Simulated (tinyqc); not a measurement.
Long-channel MOSFET, surface-potential model: one step of the calculation.

n-channel transistor on a uniformly doped p-type body, gradual-channel approximation, constant mobility, Boltzmann statistics, full ionisation. Potentials are counted from the neutral body; V is the electron quasi-Fermi potential, Vsb at the source and Vsb + Vds at the drain. Charges are magnitudes per area.

Problem. Inversion charge along the channel. The surface potential psi at channel potential V solves Vgs + Vsb - Vfb - psi = gamma sqrt(G), G = psi - Vt + Vt exp((psi - 2 phiF - V)/Vt). Charge sheet: Qi = Cox gamma [sqrt(G) - sqrt(psi - Vt)]. Pao-Sah: Qi = (Cox gamma/2) integral from 3 Vt to psi of exp((u - 2 phiF - V)/Vt)/sqrt(G(u, V)) du.

Values chosen for this exercise; material values close to those of silicon:
- T = 293 K (temperature)
- Vfb = -0.58 V (flat-band voltage)
- Vsb = 2 V (source-body reverse bias)
- Vgs = 3.6 V (gate-source voltage)

Constants: q = 1.602176634e-19 C, kB = 1.380649e-23 J/K, Vt = kB T/q. Results are converted to the units shown.

| point | V (V) |
|---|---|
| 0 | 2 |
| 1 | 2.2 |
| 2 | 2.4 |
| 3 | 2.6 |
| 4 | 2.8 |
| 5 | 3 |
| 6 | 3.2 |
| 7 | 3.4 |
| 8 | 3.6 |
| 9 | 3.8 |
| 10 | 4 |

phiF = 0.48110281 V
Cox = 0.31738858 uF/cm^2
gamma = 1.5860893 V^0.5

Wanted: psi; Qi, charge sheet; Qi, Pao-Sah.

Solution.

| point | psi (V) | Qi, charge sheet (nC/cm^2) | Qi, Pao-Sah (nC/cm^2) |
|---|---|---|---|
| 0 | 3.051 | 117.3 | 117.7 |
| 1 | 3.223 | 38.39 | 38.55 |
| 2 | 3.306 | 0.3782 | 0.3796 |
| 3 | 3.307 | 1.419e-4 | 1.424e-4 |
| 4 | 3.307 | 5.149e-8 | 5.169e-8 |
| 5 | 3.307 | 1.869e-11 | 1.876e-11 |
| 6 | 3.307 | 6.784e-15 | 6.810e-15 |
| 7 | 3.307 | 2.462e-18 | 2.472e-18 |
| 8 | 3.307 | 8.938e-22 | 8.973e-22 |
| 9 | 3.307 | 3.244e-25 | 3.257e-25 |
| 10 | 3.307 | 1.178e-28 | 1.182e-28 |

At the source the charge-sheet charge is 0.41 % below the Pao-Sah one.

Computed by the program tinyqc: `OMP_NUM_THREADS=1 python tinyqc.py 2360074 2360075 out.jsonl`, one thread of a shared Intel Xeon 2.30GHz, about 0.04 s for the whole run.
